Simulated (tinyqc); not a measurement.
What moves the optical constants: free-carrier optics of a doped semiconductor (Drude model with one polar phonon).

eps(E) = ei [1 - Ep^2/(E^2 + i E Gam)] + (es - ei) wT^2/(wT^2 - E^2 - i E gT), with Ep^2 = 8 pi c (e^2/(4 pi eps0)) N/(m ei), c = hbar^2/2m0, N in 1/angstrom^3 (1e-24 per 1/cm^3); Gam = hbar/tau, tau = mu m m0/e with m0/e = 5.685630e-12 kg/C and mu in m^2/(V s). Energies in meV.

n + i k = sqrt(eps1 + i eps2) with k >= 0; R = ((n - 1)^2 + k^2)/((n + 1)^2 + k^2) at normal incidence from vacuum; alpha = 2 E k/(hbar c), times 1e8 for 1/cm; loss function Im(-1/eps) = eps2/(eps1^2 + eps2^2).

Constants: hbar^2/2m0 = 3.80998211 eV angstrom^2; e^2/(4 pi eps0) = 14.39964547 eV angstrom; hbar = 6.58211957e-16 eV s; hbar c = 1973.269805 eV angstrom.

Values chosen for the exercise (mass and dielectric values near those of GaP; N and mu are free inputs; interband absorption and the rise of the mass with filling are left out; shifted at random, so the results belong to these values and not to a real crystal): N = 1.6e+18 1/cm^3 (carrier density); m = 0.369 m0 (conductivity mass); mu = 63 cm^2/(V s) (mobility); ei = 9.04 (high-frequency dielectric constant); wT = 45.9 meV (TO phonon); es = 11.13 (static dielectric constant); gT = 0.6 meV (phonon damping); E = 12 meV (photon energy).

At the energy E.

One parameter was then changed.

Results before and after:

| case | Ep (meV) | Gam (meV) | R | alpha (1/cm) |
|---|---|---|---|---|
| base | 25.72 | 49.80 | 0.3583 | 1.73e+03 |
| changed | 25.72 | 83.00 | 0.3194 | 1.07e+03 |

Which of these changes was made? (a) ei = 9.49; (b) N = 2.4e+18 1/cm^3; (c) mu = 37.8 cm^2/(V s); (d) m = 0.4428 m0; (e) E = 14.4 meV.

Answer: (c) mu = 37.8 cm^2/(V s). Of the candidates, run in turn, only this one gives the changed row.

All candidates:

| case | Ep (meV) | Gam (meV) | R | alpha (1/cm) |
|---|---|---|---|---|
| base | 25.72 | 49.80 | 0.3583 | 1.73e+03 |
| N = 2.4e+18 1/cm^3 | 31.50 | 49.80 | 0.4256 | 2.49e+03 |
| m = 0.4428 m0 | 23.48 | 41.50 | 0.3530 | 1.72e+03 |
| mu = 37.8 cm^2/(V s) | 25.72 | 83.00 | 0.3194 | 1.07e+03 |
| ei = 9.49 | 25.10 | 49.80 | 0.3581 | 1.73e+03 |
| E = 14.4 meV | 25.72 | 49.80 | 0.3320 | 1.73e+03 |

(tinyqc, `OMP_NUM_THREADS=1 python tinyqc.py 1681767 1681768 out.jsonl`, Intel(R) Xeon(R) Processor @ 2.30GHz, 1 thread, shared host, about 0.01 s.)
